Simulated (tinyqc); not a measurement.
Worked calculation: MP2 on RHF in the 6-311g basis, for H2, spin multiplicity 1. One step of it, computed by the program tinyqc.

Task: Integrals over molecular orbitals. (pq|rs) = sum C_ip C_jq C_kr C_ls (ij|kl), one index at a time.

coefficients C:
```
            MO1        MO2        MO3        MO4        MO5        MO6
1H 1s  0.158473   0.106720  -0.045276  -0.098125  -1.086944  -1.131862
1H 2s  0.306610   0.084175  -0.835196  -1.316143   1.632210   1.212446
1H 3s  0.171957   1.488652   0.893188   1.842705  -1.034540  -0.466729
2H 1s  0.158473  -0.106720  -0.045276   0.098125   1.086944  -1.131862
2H 2s  0.306610  -0.084175  -0.835196   1.316143  -1.632210   1.212446
2H 3s  0.171957  -1.488652   0.893188  -1.842705   1.034540  -0.466729
```

core Hamiltonian H = T + V (hartree):
```
           1H 1s      1H 2s      1H 3s      2H 1s      2H 2s      2H 3s
1H 1s  -0.320502  -0.874255  -0.600271  -0.269184  -0.462720  -0.443688
1H 2s  -0.874255  -0.922408  -0.774275  -0.462720  -0.657928  -0.638908
1H 3s  -0.600271  -0.774275  -0.762173  -0.443688  -0.638908  -0.680095
2H 1s  -0.269184  -0.462720  -0.443688  -0.320502  -0.874255  -0.600271
2H 2s  -0.462720  -0.657928  -0.638908  -0.874255  -0.922408  -0.774275
2H 3s  -0.443688  -0.638908  -0.680095  -0.600271  -0.774275  -0.762173
```

Two-electron integrals (ij|kl) in chemists' order, unique and non-zero (hartree):
```
(11|11) 1.393035   (21|11) 0.822971   (21|21) 0.509703   (22|11) 0.822904
(22|21) 0.543028   (22|22) 0.644106   (31|11) 0.411256   (31|21) 0.257757
(31|22) 0.279868   (31|31) 0.130794   (32|11) 0.543681   (32|21) 0.365771
(32|22) 0.452669   (32|31) 0.189803   (32|32) 0.325140   (33|11) 0.494021
(33|21) 0.340115   (33|22) 0.445993   (33|31) 0.178035   (33|32) 0.331779
(33|33) 0.361682   (41|11) 0.079881   (41|21) 0.052266   (41|22) 0.060493
(41|31) 0.026841   (41|32) 0.041913   (41|33) 0.040351   (41|41) 0.009236
(42|11) 0.166627   (42|21) 0.114762   (42|22) 0.147790   (42|31) 0.059994
(42|32) 0.107592   (42|33) 0.111222   (42|41) 0.022902   (42|42) 0.070706
(43|11) 0.142679   (43|21) 0.099268   (43|22) 0.131651   (43|31) 0.052117
(43|32) 0.097585   (43|33) 0.104005   (43|41) 0.019893   (43|42) 0.065996
(43|43) 0.063622   (44|11) 0.512877   (44|21) 0.360572   (44|22) 0.490517
(44|31) 0.190099   (44|32) 0.367630   (44|33) 0.396524   (44|41) 0.079881
(44|42) 0.290728   (44|43) 0.284932   (44|44) 1.393035   (51|11) 0.290728
(51|21) 0.182404   (51|22) 0.198316   (51|31) 0.092582   (51|32) 0.134545
(51|33) 0.126253   (51|41) 0.022902   (51|42) 0.051898   (51|43) 0.044798
(51|44) 0.166627   (51|51) 0.070706   (52|11) 0.379225   (52|21) 0.254996
(52|22) 0.314791   (52|31) 0.132281   (52|32) 0.225637   (52|33) 0.229228
(52|41) 0.037865   (52|42) 0.104169   (52|43) 0.095608   (52|44) 0.379225
(52|51) 0.104169   (52|52) 0.187430   (53|11) 0.316686   (53|21) 0.217454
(53|22) 0.282652   (53|31) 0.113697   (53|32) 0.208802   (53|33) 0.223897
(53|41) 0.033702   (53|42) 0.101799   (53|43) 0.097439   (53|44) 0.393708
(53|51) 0.089936   (53|52) 0.177697   (53|53) 0.179899   (54|11) 0.360572
(54|21) 0.252481   (54|22) 0.340643   (54|31) 0.132902   (54|32) 0.254921
(54|33) 0.275732   (54|41) 0.052266   (54|42) 0.182404   (54|43) 0.178854
(54|44) 0.822971   (54|51) 0.114762   (54|52) 0.254996   (54|53) 0.265527
(54|54) 0.509703   (55|11) 0.490517   (55|21) 0.340643   (55|22) 0.454107
(55|31) 0.178836   (55|32) 0.339831   (55|33) 0.371657   (55|41) 0.060493
(55|42) 0.198316   (55|43) 0.194678   (55|44) 0.822904   (55|51) 0.147790
(55|52) 0.314791   (55|53) 0.330501   (55|54) 0.543028   (55|55) 0.644106
(61|11) 0.284932   (61|21) 0.178854   (61|22) 0.194678   (61|31) 0.090797
(61|32) 0.132150   (61|33) 0.124104   (61|41) 0.019893   (61|42) 0.044798
(61|43) 0.038860   (61|44) 0.142679   (61|51) 0.065996   (61|52) 0.095608
(61|53) 0.082409   (61|54) 0.099268   (61|55) 0.131651   (61|61) 0.063622
(62|11) 0.393708   (62|21) 0.265527   (62|22) 0.330501   (62|31) 0.137908
(62|32) 0.238143   (62|33) 0.244325   (62|41) 0.033702   (62|42) 0.089936
(62|43) 0.082409   (62|44) 0.316686   (62|51) 0.101799   (62|52) 0.177697
(62|53) 0.167534   (62|54) 0.217454   (62|55) 0.282652   (62|61) 0.097439
(62|62) 0.179899   (63|11) 0.383318   (63|21) 0.264663   (63|22) 0.349787
(63|31) 0.138697   (63|32) 0.261586   (63|33) 0.288336   (63|41) 0.035196
(63|42) 0.102886   (63|43) 0.098294   (63|44) 0.383318   (63|51) 0.102886
(63|52) 0.198037   (63|53) 0.200757   (63|54) 0.264663   (63|55) 0.349787
(63|61) 0.098294   (63|62) 0.200757   (63|63) 0.245066   (64|11) 0.190099
(64|21) 0.132902   (64|22) 0.178836   (64|31) 0.069919   (64|32) 0.133790
(64|33) 0.144905   (64|41) 0.026841   (64|42) 0.092582   (64|43) 0.090797
(64|44) 0.411256   (64|51) 0.059994   (64|52) 0.132281   (64|53) 0.137908
(64|54) 0.257757   (64|55) 0.279868   (64|61) 0.052117   (64|62) 0.113697
(64|63) 0.138697   (64|64) 0.130794   (65|11) 0.367630   (65|21) 0.254921
(65|22) 0.339831   (65|31) 0.133790   (65|32) 0.255015   (65|33) 0.281729
(65|41) 0.041913   (65|42) 0.134545   (65|43) 0.132150   (65|44) 0.543681
(65|51) 0.107592   (65|52) 0.225637   (65|53) 0.238143   (65|54) 0.365771
(65|55) 0.452669   (65|61) 0.097585   (65|62) 0.208802   (65|63) 0.261586
(65|64) 0.189803   (65|65) 0.325140   (66|11) 0.396524   (66|21) 0.275732
(66|22) 0.371657   (66|31) 0.144905   (66|32) 0.281729   (66|33) 0.319763
(66|41) 0.040351   (66|42) 0.126253   (66|43) 0.124104   (66|44) 0.494021
(66|51) 0.111222   (66|52) 0.229228   (66|53) 0.244325   (66|54) 0.340115
(66|55) 0.445993   (66|61) 0.104005   (66|62) 0.223897   (66|63) 0.288336
(66|64) 0.178035   (66|65) 0.331779   (66|66) 0.361682
```

Give: one-electron integrals over orbitals h = C^T H C; Two-electron integrals over orbitals.

Result:

one-electron integrals over orbitals h = C^T H C (hartree):
```
        1       2       3       4       5       6
1  -1.084   0.000   0.118   0.000   0.000   0.058
2   0.000  -0.551   0.000   0.204   0.031   0.000
3   0.118   0.000  -0.325   0.000   0.000  -0.134
4   0.000   0.204   0.000  -0.261  -0.195   0.000
5   0.000   0.031   0.000  -0.195   1.424   0.000
6   0.058   0.000  -0.134   0.000   0.000   1.546
```

Two-electron integrals over orbitals (pq|rs), unique and non-zero (hartree):
```
(11|11) 0.562      (21|21) 0.076      (22|11) 0.372      (22|22) 0.320
(31|11) -0.118     (31|22) -0.041     (31|31) 0.054      (32|21) 0.011
(32|32) 0.029      (33|11) 0.355      (33|22) 0.282      (33|31) -0.040
(33|33) 0.281      (41|21) -0.076     (41|32) 0.011      (41|41) 0.094
(42|11) -0.140     (42|22) -0.063     (42|31) 0.050      (42|33) -0.053
(42|42) 0.067      (43|21) 0.053      (43|32) 0.013      (43|41) -0.051
(43|43) 0.044      (44|11) 0.449      (44|22) 0.336      (44|31) -0.080
(44|33) 0.305      (44|42) -0.101     (44|44) 0.389      (51|21) -0.029
(51|32) 0.020      (51|41) 0.053      (51|43) -0.028     (51|51) 0.072
(52|11) -0.030     (52|22) 4.36e-03   (52|31) 0.025      (52|33) -0.006
(52|42) 0.014      (52|44) -0.021     (52|52) 0.031      (53|21) 0.035
(53|32) -0.009     (53|41) -0.047     (53|43) 0.025      (53|51) -0.041
(53|53) 0.031      (54|11) 0.124      (54|22) 0.042      (54|31) -0.057
(54|33) 0.046      (54|42) -0.054     (54|44) 0.088      (54|52) -0.042
(54|54) 0.083      (55|11) 0.588      (55|22) 0.388      (55|31) -0.139
(55|33) 0.360      (55|42) -0.160     (55|44) 0.484      (55|52) -0.064
(55|54) 0.182      (55|55) 0.712      (61|11) -0.058     (61|22) -0.019
(61|31) 0.037      (61|33) -0.018     (61|42) 0.032      (61|44) -0.053
(61|52) 0.039      (61|54) -0.066     (61|55) -0.128     (61|61) 0.069
(62|21) -0.014     (62|32) 0.008      (62|41) 0.025      (62|43) -0.016
(62|51) 0.038      (62|53) -0.020     (62|62) 0.022      (63|11) 0.086
(63|22) 0.039      (63|31) -0.034     (63|33) 0.032      (63|42) -0.038
(63|44) 0.065      (63|52) -0.020     (63|54) 0.048      (63|55) 0.123
(63|61) -0.038     (63|63) 0.032      (64|21) 0.033      (64|32) -0.020
(64|41) -0.055     (64|43) 0.026      (64|51) -0.063     (64|53) 0.039
(64|62) -0.034     (64|64) 0.060      (65|21) 0.118      (65|32) -0.012
(65|41) -0.145     (65|43) 0.089      (65|51) -0.119     (65|53) 0.091
(65|62) -0.062     (65|64) 0.116      (65|65) 0.293      (66|11) 0.591
(66|22) 0.381      (66|31) -0.137     (66|33) 0.362      (66|42) -0.160
(66|44) 0.480      (66|52) -0.065     (66|54) 0.180      (66|55) 0.701
(66|61) -0.117     (66|63) 0.118      (66|66) 0.702
```
